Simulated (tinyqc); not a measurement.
Changing the drive-in time t2: two-step dopant diffusion (predeposition and drive-in) with a constant diffusivity. Computed by tinyqc, a small Python program. Command: `OMP_NUM_THREADS=1 python tinyqc.py 3018196 3018197 out.jsonl dopdiff sweep`. One thread of a shared host (Intel(R) Xeon(R) Processor @ 2.30GHz), about 0.1 s of CPU time with the checks.

Fick diffusion into a half space x > 0 whose background doping C_B is of the opposite type, so that a junction lies where C = C_B.

Inputs (values chosen for the exercise, modelled on gallium in silicon):
```
quantity                         value        unit
prefactor D0                     0.374      cm^2/s
activation energy E               3.42          eV
surface concentration C_s      1.9e+19      1/cm^3
background doping C_B          1.6e+14      1/cm^3
predeposition temperature T1       975           C
predeposition time t1                5         min
drive-in temperature T2           1025           C
mean mobility in the layer mu       65  cm^2/(V s)
```

Furnace ramps of the drive-in: none.

Constants: k_B = 8.617333262e-05 eV/K; e = 1.602176634e-19 C.

Method:
- D = D0 exp(-E/(k_B T)).
- Temperatures in kelvin are T(C) + 273.15.
- Times in seconds are 60 times the minutes.
- (Dt)2 = D2 t2, t2 in seconds.
- C = C_s erfc(x/(2 sqrt(D1 t1))); dose Q = 2 C_s sqrt(D1 t1/pi); the junction solves erfc(z) = C_B/C_s with x_j = 2 z sqrt(D1 t1).
- With a sealed surface and a thin source, C = Q/sqrt(pi (Dt)2) exp(-x^2/(4 (Dt)2)); x_j = 2 sqrt((Dt)2 ln(C(0)/C_B)); gradient at the junction |dC/dx| = C_B x_j/(2 (Dt)2).
- Net dose Q_net = Q erf(x_j/(2 sqrt((Dt)2))) - C_B x_j; R_s = 1/(e mu Q_net), with every dopant ionised and one mobility.
- Exact two-step profile: C = (2 C_s/pi) int_0^alpha exp(-beta (1 + u^2))/(1 + u^2) du with alpha = sqrt(D1 t1/(Dt)2), beta = x^2/(4 (D1 t1 + (Dt)2)).
- The integral takes 48 Gauss-Legendre points; solve C(x) = C_B.

One run for each value; columns: (1) drive-in time t2 (min); (2) junction depth x_j (um); (3) surface concentration C(0) (Gaussian) (1/cm^3); (4) sheet resistance R_s (Gaussian) (ohm/square); (5) exact junction depth (um):
```
(1)      (2)         (3)     (4)     (5)
10    0.2207  4.6364e+18  3395.2  0.2313
19    0.2994  3.3636e+18  3395.3  0.3069
38    0.4159  2.3784e+18  3395.6  0.4211
73    0.5666  1.7160e+18  3395.9  0.5702
140   0.7708  1.2391e+18  3396.3  0.7733
270   1.0506  8.9227e+17  3396.9  1.0524
530   1.4429  6.3685e+17  3397.7  1.4442
1000  1.9437  4.6364e+17  3398.7  1.9446
2000  2.6883  3.2784e+17  3400.2  2.6890
```

What does the table show, and why?

Over the rows, junction depth x_j (um) rises from 0.221 to 2.69 (exponent d ln y / d ln x about 0.47 throughout); surface concentration C(0) (Gaussian) (1/cm^3) falls from 4.64e18 to 3.28e17 (exponent d ln y / d ln x about -0.50 throughout); sheet resistance R_s (Gaussian) (ohm/square) rises from 3395.2 to 3400.2. The exponent of junction depth x_j stays between 0.47 and 0.48, near 0.50: the diffusion length sets the depth. The exponent of surface concentration C(0) (Gaussian) stays at -0.50: a fixed dose spreads over a width sqrt(D t). x_j grows more slowly than sqrt(t2) because the logarithm ln(C(0)/C_B) shrinks, from 10.3 to 7.63.

Caution (rows 10.0, 19.0): the drive-in budget is under fifteen times D1 t1, so the source is not thin and the Gaussian junction is too shallow. Caution (all rows): C_s exceeds the intrinsic carrier density of silicon at the predeposition temperature (2e18 to 1e19 per cm^3), where real diffusivities rise with concentration and profiles turn box-like.

Extremes, crossings and ranges named in words are read from the listed rows.
